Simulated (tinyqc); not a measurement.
Solubility, supersaturation, precipitation and gettering of an impurity in a silicon-like host: one step, computed by the program tinyqc. Command: `OMP_NUM_THREADS=1 python tinyqc.py 3009754 3009755 out.jsonl ripen walk`. One thread of a shared host (Intel(R) Xeon(R) Processor @ 2.30GHz), about 0.01 s of CPU time with the checks.

The wafer was saturated at T1 and is then held at T.

Problem. Denuded zone. Near a surface held at C_eq(T) the excess decays by out-diffusion over sqrt(D t) and by capture over L_s = sqrt(D tau_f) = (4 pi n r_f)^(-1/2); the shorter length sets the depth from which the surface draws.

Inputs (values chosen for the exercise, modelled on iron in silicon):
```
quantity                      value        unit
temperature of saturation T1   1400           K
anneal temperature T            864           K
anneal time t                   100           s
wafer thickness w               625  micrometre
```

Gettering: relaxation gettering at sinks.

D(T) = 1.288484e-07 cm^2/s

tau_f = 190.7046 s

Give: sqrt(D t); capture length L_s; L_s/w.

Solution.

sqrt(D t) = 35.90 micrometre

capture length L_s = 49.57 micrometre

L_s/w = 0.07931

In the time given a surface draws only from within about sqrt(D t), which is shorter than L_s; in a longer anneal the sinks would keep this depth to about L_s. Caution: the barrier to homogeneous nucleation is below 35 k_B T for these inputs, so new precipitates would form and outnumber the fixed sinks assumed here.
